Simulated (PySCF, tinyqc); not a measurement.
Worked calculation: LCCD on RHF in the sto-3g basis, for Li-, spin multiplicity 1. The basis has no diffuse functions, so it cannot describe the extra electron: this is an exercise in the method, not the real anion. The lowest restricted solution is unstable here: a spin-polarised one lies 0.0041 hartree lower (PySCF). One step of it, computed by the program tinyqc.

Problem. Integrals over molecular orbitals. (pq|rs) = sum C_ip C_jq C_kr C_ls (ij|kl), one index at a time.

coefficients C:
```
              MO1        MO2       MO3       MO4       MO5
1Li 1s   0.991218  -0.281468  0.000000  0.000000  0.000000
1Li 2s   0.034144   1.029840  0.000000  0.000000  0.000000
1Li 2px  0.000000   0.000000  1.000000  0.000000  0.000000
1Li 2py  0.000000   0.000000  0.000000  1.000000  0.000000
1Li 2pz  0.000000   0.000000  0.000000  0.000000  1.000000
```

core Hamiltonian H = T + V (hartree), lower triangle:
```
            1Li 1s     1Li 2s    1Li 2px    1Li 2py    1Li 2pz
1Li 1s   -4.406095
1Li 2s   -0.984581  -1.104759
1Li 2px   0.000000   0.000000  -0.877579
1Li 2py   0.000000   0.000000   0.000000  -0.877579
1Li 2pz   0.000000   0.000000   0.000000   0.000000  -0.877579
```

Two-electron integrals (ij|kl) in chemists' order, unique and non-zero (hartree):
```
(11|11) 1.680395   (21|11) 0.265420   (21|21) 0.049941   (22|11) 0.397727
(22|21) 0.092860   (22|22) 0.290562   (31|31) 0.008981   (32|31) 0.013788
(32|32) 0.064184   (33|11) 0.396640   (33|21) 0.092880   (33|22) 0.290497
(33|33) 0.312946   (41|41) 0.008981   (42|41) 0.013788   (42|42) 0.064184
(43|43) 0.016869   (44|11) 0.396640   (44|21) 0.092880   (44|22) 0.290497
(44|33) 0.279207   (44|44) 0.312946   (51|51) 0.008981   (52|51) 0.013788
(52|52) 0.064184   (53|53) 0.016869   (54|54) 0.016869   (55|11) 0.396640
(55|21) 0.092880   (55|22) 0.290497   (55|33) 0.279207   (55|44) 0.279207
(55|55) 0.312946
```

Give: one-electron integrals over orbitals h = C^T H C; Two-electron integrals over orbitals.

Solution.

one-electron integrals over orbitals h = C^T H C (hartree), lower triangle:
```
         1        2        3        4        5
1  -4.3970
2   0.1948  -0.9500
3   0.0000   0.0000  -0.8776
4   0.0000   0.0000   0.0000  -0.8776
5   0.0000   0.0000   0.0000   0.0000  -0.8776
```

Two-electron integrals over orbitals (pq|rs), unique and non-zero (hartree):
```
(11|11) 1.6586    (21|11) -0.1846   (21|21) 0.0313    (22|11) 0.4005
(22|21) -0.0103   (22|22) 0.2824    (31|31) 0.0098    (32|31) 0.0137
(32|32) 0.0608    (33|11) 0.3963    (33|21) -0.0065   (33|22) 0.2857
(33|33) 0.3129    (41|41) 0.0098    (42|41) 0.0137    (42|42) 0.0608
(43|43) 0.0169    (44|11) 0.3963    (44|21) -0.0065   (44|22) 0.2857
(44|33) 0.2792    (44|44) 0.3129    (51|51) 0.0098    (52|51) 0.0137
(52|52) 0.0608    (53|53) 0.0169    (54|54) 0.0169    (55|11) 0.3963
(55|21) -0.0065   (55|22) 0.2857    (55|33) 0.2792    (55|44) 0.2792
(55|55) 0.3129
```
